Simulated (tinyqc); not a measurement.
Brillouin zone and empty-lattice bands of the fcc structure: one step. Shells of G and Bragg planes. The numbers come from values chosen for the exercise (lattice near that of Pb).

Primitive vectors a (0,1/2,1/2), a (1/2,0,1/2), a (1/2,1/2,0); one atom. Reciprocal vectors obey a_i.b_j = 2 pi delta_ij; k is given in units of 2 pi/a. Empty-lattice levels are c0 (2 pi/a)^2 |k + G|^2, c0 = hbar^2/2m0. Points: X = (1, 0, 0), L = (0.5, 0.5, 0.5), K = (0.75, 0.75, 0), W = (1, 0.5, 0), U = (1, 0.25, 0.25).

Question. List the first six shells of G with their number, the structure factor |sum over atoms of exp(i G.tau)|/(atoms per cell), and the distance |G|/2 of the Bragg plane from Gamma.

Give: Shells.

Answer.

Shells:
```
|G|^2 ((2 pi/a)^2),number,structure factor,|G|/2 (2 pi/a)
3.0000,8,1.0000,0.8660
4.0000,6,1.0000,1.0000
8.0000,12,1.0000,1.4142
11.0000,24,1.0000,1.6583
12.0000,8,1.0000,1.7321
16.0000,6,1.0000,2.0000
```

No structure factor vanishes among these shells.

Run: tinyqc, `OMP_NUM_THREADS=1 python tinyqc.py 1850349 1850350 out.jsonl`; Intel(R) Xeon(R) Processor @ 2.30GHz, one thread, shared host; about 0.02 s of CPU time with all checks.
